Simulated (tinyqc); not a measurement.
Inside a calculation. Model: heat flow across a film from the phonon Boltzmann equation in the relaxation-time approximation. Computed by tinyqc, a small Python program that keeps every step. Command: `OMP_NUM_THREADS=1 python tinyqc.py 3000632 3000633 out.jsonl slabbte walk`. One thread of a shared host (Intel(R) Xeon(R) Processor @ 2.30GHz), about 0.01 s of CPU time with the checks. Intermediate numbers are printed to about 7 digits and carried at full precision; extremes and crossings named in words are read from the listed rows.

Two black walls, hot at x = 0 and cold at x = L, emit phonons isotropically. For one free path Lambda, with tau = x/Lambda, tau_L = L/Lambda and phi = (T - T_cold)/Delta T, energy balance gives phi(tau) = (1/2) [E2(tau) + int_0^tau_L phi(s) E1(|tau - s|) ds]; E_n are the exponential integrals. The flux over the ballistic flux C v Delta T/4 is psi = 1 - 2 int_0^tau_L phi(s) E2(s) ds, and kappa_eff/kappa = (3/4) tau_L psi. kappa = C v Lambda/3 is an input, so at fixed kappa a longer free path means a smaller C v.

Inputs (values chosen for the exercise, modelled on indium phosphide):
```
quantity,value,unit
bulk conductivity kappa,64.7,W/(m K)
film thickness L,390,nm
wall temperature difference Delta T,18,K
free path Lambda_1,110,nm
free path Lambda_2,1300,nm
share f_2 of kappa,0.34,-
free path Lambda_3,6400,nm
share f_3 of kappa,0.069,-
cells n in the small system,5,-
```

Free-path groups: three.

## The small linear system for Lambda_1

Cut the film into n equal cells with constant phi, collocated at the centres c_i: the kernel integrates to A_ij = |E2(|c_i - e_j|) - E2(|c_i - e_(j+1)|)|/2 for cell edges e_j, and A_ii = 1 - E2(half a cell); solve (1 - A) phi = E2(c)/2; psi = 1 - 2 sum_j phi_j [E3(e_j) - E3(e_(j+1))].

optical thickness tau_L = 3.545455

1 - A:
```
,1,2,3,4,5
1,0.4231233,-0.1439370,-0.0423172,-0.0151793,-0.0059135
2,-0.1439370,0.4231233,-0.1439370,-0.0423172,-0.0151793
3,-0.0423172,-0.1439370,0.4231233,-0.1439370,-0.0423172
4,-0.0151793,-0.0423172,-0.1439370,0.4231233,-0.1439370
5,-0.0059135,-0.0151793,-0.0423172,-0.1439370,0.4231233
```

right-hand side E2(c)/2: [0.2115616, 0.06762460, 0.02530740, 0.01012809, 0.004214637]

flux weights E3(e_j) - E3(e_(j+1)): [0.3360594, 0.1008713, 0.03733914, 0.01487060, 0.006170840]

## Temperature profile and flux in the small system

In short, (1 - A) phi = b and psi = 1 - 2 sum_j w_j phi_j, with b the right-hand side and w_j the flux weights; the cells divide 0 to tau_L.

phi at the cell centres: [0.7837349, 0.6402571, 0.5000000, 0.3597429, 0.2162651]

psi, small system = 0.2933625

## Fine solution for Lambda_1

Use 150 and 300 cells and extrapolate psi = (4 psi(300) - psi(150))/3. The jump at the hot wall is 1 - phi there (linear extrapolation from the first two of 300 cells). Two-flux (diffusion with slip) formula: psi = 1/(1 + 3 tau_L/4).

psi for Lambda_1 = 0.2684929

kappa_eff/kappa for Lambda_1 = 0.7139472

jump at the wall / Delta T for Lambda_1 = 0.1168343

psi, two-flux formula = 0.2732919

The small system misses psi by +9.26 % and the two-flux formula by +1.8 %. For Lambda_1 alone: Jumps at the walls and the gradient inside share Delta T.

## Conductivity, flux and boundary resistance of the film

Each group is solved on its own with 150 and 300 cells, psi = (4 psi(300) - psi(150))/3, and weighted by its share of kappa (f_1 is what the others leave); exchange of energy between groups inside the film is left out. Flux J = kappa_eff Delta T/L; apparent boundary resistance per wall (L/kappa_eff - L/kappa)/2.

kappa_eff = 31.42054 W/(m K)

kappa_eff/kappa = 0.4856342

flux J = 1.450179 GW/m^2

apparent resistance per wall = 3.192222 m^2 K/GW

## Exact and approximate size effects

Two-flux: kappa_eff/kappa = sum f_i/(1 + 4 Lambda_i/(3 L)). Matthiessen with the thickness: sum f_i/(1 + Lambda_i/L). Ballistic limit: sum f_i 3 L/(4 Lambda_i).

Kappa_eff/kappa:
```
L (nm),Boltzmann,two-flux,Matthiessen,ballistic limit
3.3,0.01359706,0.01367764,0.01811004,0.01397149
11,0.04281720,0.04346547,0.05669845,0.04657164
28,0.09786795,0.1003711,0.1273823,0.1185460
66,0.1903505,0.1964147,0.2387568,0.2794298
160,0.3290384,0.3383502,0.3891654,0.6774056
440,0.5062883,0.5154677,0.5632156,1.862866
1100,0.6529402,0.6613495,0.7032261,4.657164
2800,0.7814009,0.7886308,0.8218549,11.85460
```

The two-flux formula lies above the Boltzmann result by at most about 3.2 % (at L = 66 nm); the Matthiessen form is high by up to 33 %, since it misses the factor 3/4 of the ballistic limit. The thinnest film reaches 97 % of that limit, and the thickest, 25 Lambda_1, only 78 % of the bulk value: the long free paths keep the size effect alive far beyond Lambda_1. Rows below about 10 nm are near the phonon wavelength, where a particle picture fails.

Checks made by the program: symmetry phi(tau) + phi(tau_L - tau) = 1 (relative difference below 1e-10); thick-film limit psi = 1/(3 tau_L/4 + 1.0657) at tau_L = 20 (relative difference 2e-04).
